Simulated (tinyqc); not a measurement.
From one set of inputs to another, one input at a time: surface photovoltage measurement of the minority-carrier diffusion length in a wafer. Computed by tinyqc, a small Python program. Command: `OMP_NUM_THREADS=1 python tinyqc.py 3130248 3130249 out.jsonl spv ladder`. One thread of a shared host (Intel(R) Xeon(R) Processor @ 2.30GHz), about 0.03 s of CPU time with the checks.

Low injection, steady light, a depletion layer much thinner than 1/alpha and L. The excess density dn is taken at the front edge of the neutral region; light that reaches the back is lost.

The inputs printed are set A. Inputs not listed in the table keep their values of set A, so the rows need not describe a real material.

Inputs (values chosen for the exercise, modelled on p-type silicon at room temperature):

| quantity | value | unit |
|---|---|---|
| diffusion length L | 35 | micrometre |
| wafer thickness W | 300 | micrometre |
| diffusivity D | 25.4 | cm^2/s |
| front recombination velocity S_f | 130 | cm/s |
| back recombination velocity S_b | 8200 | cm/s |
| photon flux entering | 5.8e+13 | 1/(cm^2 s) |
| minority density at the surface barrier scale n_0 | 1.9e+09 | 1/cm^3 |
| temperature T | 298 | K |
| wavelength | 880 | nm |
| relative noise of each reading | 0.2 | % |
| diffusion length after pair splitting over L | 0.77 | - |
| iron factor C | 1.02e+16 | micrometre^2/cm^3 |

normal deviates g for the noise: 0.12  -1.14  -0.39  -0.43  -0.19  1.01  1.14

Constants: k_B = 8.617333262e-05 eV/K.

Method:
- alpha = (84.732/lambda - 76.417)^2 per cm with lambda in micrometre (an empirical fit for silicon between 0.7 and 1.05 micrometre).
- Thick wafer: dn = Phi L/((S_f + D/L)(L + 1/alpha)). Finite wafer, with s = S_b L/D, w = W/L, a = alpha L: dn = [Phi a/(a^2 - 1)] [a - B - exp(-alpha W)(a - s)/(cosh w + s sinh w)]/(S_f + B D/L), B = (sinh w + s cosh w)/(cosh w + s sinh w).
- Photovoltage V = (k_B T/e) ln(1 + dn/n_0). Lifetime = L^2/D.
- Readings y = (Phi/dn) (1 + noise x g) at 780, 830, 880, 920, 950, 975 and 995 nm; a least-squares line y = c (1/alpha + L_app) gives L_app = intercept/slope.
- Splitting iron-boron pairs in boron-doped silicon shortens L; with nothing else changing, [Fe] = C (1/L_after^2 - 1/L^2). It is evaluated with the true lengths and with the apparent ones (without noise), which differ when the wafer is not thick against L.

Each row keeps all changes above it:

| input moved | from | to | dn, finite wafer (1/cm^3) | apparent length L_app (micrometre) | [Fe] from the apparent lengths (1/cm^3) |
|---|---|---|---|---|---|
| set A | - | - | 4.5550e+09 | 34.719 | 5.7165e+12 |
| front recombination velocity S_f (cm/s) | 130 | 13000 | 1.6611e+09 | 34.719 | 5.7165e+12 |
| back recombination velocity S_b (cm/s) | 8200 | 11000 | 1.6611e+09 | 34.719 | 5.7163e+12 |
| wavelength (nm) | 880 | 837 | 1.9558e+09 | 34.719 | 5.7163e+12 |
| wafer thickness W (micrometre) | 300 | 625 | 1.9558e+09 | 34.721 | 5.7172e+12 |
| diffusivity D (cm^2/s) | 25.4 | 32.4 | 1.7801e+09 | 34.721 | 5.7172e+12 |
| photon flux entering (1/(cm^2 s)) | 5.8e+13 | 2.7e+11 | 8.2865e+06 | 34.721 | 5.7172e+12 |

dn, finite wafer goes from 4.55e9 to 8.29e6, a factor 0.00182 in all. The largest single move comes from photon flux entering (a factor 0.00466). The single moves hold for this order of the switches; the total does not depend on the order.

Extremes, crossings and ranges named in words are read from the listed rows.
